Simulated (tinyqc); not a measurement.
# Threshold of a short bulk MOSFET: charge sharing, barrier lowering, narrow width, step by step

Program tinyqc, `OMP_NUM_THREADS=1 python tinyqc.py 2002153 2002154 out.jsonl`; Intel Xeon 2.30GHz, shared host, one thread, about 0.01 s. Printed values are rounded.

n-channel device on a p-type body, depletion approximation, full ionisation. Uniform doping N = Na. Vbi from Boltzmann statistics is rough for the degenerate source. Cox = eps0 eox/tox.

Values chosen for this exercise; band and dielectric values close to those of silicon:
- T = 350 K (temperature)
- Eg = 1.13 eV (band gap)
- eps_r = 11.7 (relative permittivity)
- Nc = 3.54e19 cm^-3 (conduction-band density of states at T)
- Nv = 3.36e19 cm^-3 (valence-band density of states at T)
- eox = 3.9 (relative permittivity of the gate insulator (close to silicon dioxide))
- tox = 1.7 nm (insulator thickness)
- Na = 4.4e17 cm^-3 (channel doping)
- Nsd = 1e20 cm^-3 (source and drain doping)
- Vfb = -0.77 V (flat-band voltage for the doping Na)
- xj = 23 nm (junction depth)
- Vbs = -0.5 V (body-source voltage)
- Vds = 0.5 V (drain-source voltage)
- W = 250 nm (gate width)
- xw = 0 (shape factor of the fringing depletion at the width edges)
- L = 140 nm (channel length)

Constants: q = 1.602176634e-19 C, kB = 1.380649e-23 J/K, Vt = kB T/q, eps0 = 8.8541878128e-14 F/cm where lengths are in cm. Results are converted to the units shown.

## Long-channel threshold and scales

ni = sqrt(Nc Nv) exp(-Eg/(2 Vt)), Eg in volts; 2 pB = 2 Vt ln(N/ni); flat band Vfb - Vt ln(N/Na); Wd = sqrt(2 eps0 eps_r (2 pB - Vbs)/(q N)); body term q N Wd/Cox; long-channel VT0 = flat band + 2 pB + body term; Vbi = Vt ln(N Nsd/ni^2); scale length l = sqrt((eps_r/eox) tox Wd).

N = 4.4e17 cm^-3
2 pB = 0.866903 V
flat band = -0.77 V
Wd = 63.3825 nm
body term = 0.219972 V
VT0 = 0.316875 V
Vbi = 1.03056 V
l = 17.9792 nm

## Short-channel and narrow-width shifts

Charge sharing (trapezoid; it ignores Vds): F = (xj/L)(sqrt(1 + 2 Wd/xj) - 1), lowering = body term times F. Barrier lowering: th = exp(-L/(2 l)) + 2 exp(-L/l), lowering = th [2 (Vbi - 2 pB) + Vds], DIBL = th. Narrow width: rise = body term times xw Wd/W. VT by each model = VT0 - lowering + rise.

F = 0.254933
lowering by charge sharing = 56.0783 mV
th = 0.0212065
lowering of the barrier = 17.5444 mV
DIBL = 21.2065 mV/V
narrow-width rise = 0 mV
VT, charge sharing = 0.260797 V
VT, barrier lowering = 0.299331 V

L is 7.79 scale lengths. The charge-sharing lowering is 3.20 times the barrier lowering; the first falls off as 1/L and the second exponentially. Both describe the same loss of gate control, so they are alternatives and are not added.
